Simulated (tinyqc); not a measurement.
MOS inversion layer, Poisson-Schroedinger loop: two steps of the calculation.

Electrons confined at an insulator interface at z = 0, treated as a hard wall; parabolic valleys, Hartree approximation, no image or exchange terms. The depletion charge lies far deeper than the electrons and gives a uniform field q Nd/(eps0 eps_r); the gate balances all charge. Energies are counted from the band edge at the interface.

Values chosen for this exercise; masses and permittivity close to those of silicon (100):
```
symbol,value,unit,meaning
T,300,K,temperature
mz1,0.899,m0,mass along z of valley set A (2 valley(s))
md1,0.188,m0,in-plane density-of-states mass of set A
mz2,0.188,m0,mass along z of valley set B (4 valley(s))
md2,0.416,m0,in-plane density-of-states mass of set B
Ns,5.1e12,cm^-2,sheet density of electrons
dE,0,eV,extra shift of set B (strain)
hz,0.99,nm,mesh step
```

Constants: q = 1.602176634e-19 C, kB = 1.380649e-23 J/K, hbar = 1.054571817e-34 J s, m0 = 9.1093837015e-31 kg, Vt = kB T/q, hbar^2/(2 m0) = 0.0380998212 eV nm^2. Results are converted to the units shown.

Problem 1. Levels and probability densities. Tridiagonal Hamiltonian with psi = 0 one step beyond both ends: H_ii = C (1/m_(i-1/2) + 1/m_(i+1/2))/hz^2 + V0_i + U_i (+ dE for the set B), H_(i,i+1) = -C/(m_(i+1/2) hz^2), C = hbar^2/(2 m0). The lowest 2 level(s) of each valley set are kept, normalised to hz sum |psi|^2 = 1. The mass is the same on all intervals.

```
node  fixed potential V0 (eV)  self-consistent potential U at the start (eV)
1                 0.003215365                                              0
2                 0.006430730                                              0
3                 0.009646095                                              0
4                 0.012861460                                              0
5                 0.016076825                                              0
6                 0.019292191                                              0
7                 0.022507556                                              0
8                 0.025722921                                              0
9                 0.028938286                                              0
10                0.032153651                                              0
11                0.035369016                                              0
12                0.038584381                                              0
13                0.041799746                                              0
14                0.045015111                                              0
15                0.048230476                                              0
16                0.051445841                                              0
17                0.054661206                                              0
```

Find: levels; |psi|^2 of A1; |psi|^2 of A2; |psi|^2 of B1; |psi|^2 of B2.

Solution 1.

levels (eV): A1 0.017754, A2 0.030871, B1 0.030104, B2 0.054854

```
node  |psi|^2 of A1 (1/nm)  |psi|^2 of A2 (1/nm)  |psi|^2 of B1 (1/nm)  |psi|^2 of B2 (1/nm)
1                  0.06990               0.06595               0.01552               0.02002
2                  0.19349               0.12206               0.05428               0.06133
3                  0.25017               0.05976               0.09903               0.08750
4                  0.21779               0.00038               0.13342               0.07800
5                  0.14469               0.04558               0.14852               0.04246
6                  0.07802               0.13950               0.14392               0.00887
7                  0.03542               0.18792               0.12497               0.00115
8                  0.01387               0.16780               0.09901               0.02454
9                  0.00477               0.11358               0.07244               0.06623
10                 0.00146               0.06216               0.04934               0.10615
11                 0.00040               0.02857               0.03143               0.12851
12                 0.00010               0.01130               0.01876               0.12772
13                 0.00002               0.00391               0.01046               0.10769
14                 0.00000               0.00120               0.00538               0.07741
15                 0.00000               0.00032               0.00248               0.04624
16                 0.00000               0.00007               0.00093               0.02102
17                 0.00000               0.00001               0.00021               0.00526
```

Problem 2. Fermi level and occupations. Level k holds N_k = D_k Vt ln(1 + exp((EF - E_k)/Vt)) with D = 2 md1 m0 q/(pi hbar^2) for the set A, D = 4 md2 m0 q/(pi hbar^2) for the set B per eV (spin included); EF is fixed by sum N_k = Ns.

levels (eV): A1 0.017754369, A2 0.030871112, B1 0.030103755, B2 0.054853669

Wanted: EF; N_k.

Solution 2.

EF = -0.018110 eV
N_k (cm^-2): A1 9.0527e11, A2 5.6881e11, B1 2.5879e12, B2 1.0380e12

tinyqc, about 1 s, one thread, Intel Xeon 2.30GHz (shared host): `OMP_NUM_THREADS=1 python tinyqc.py 2160095 2160096 out.jsonl`
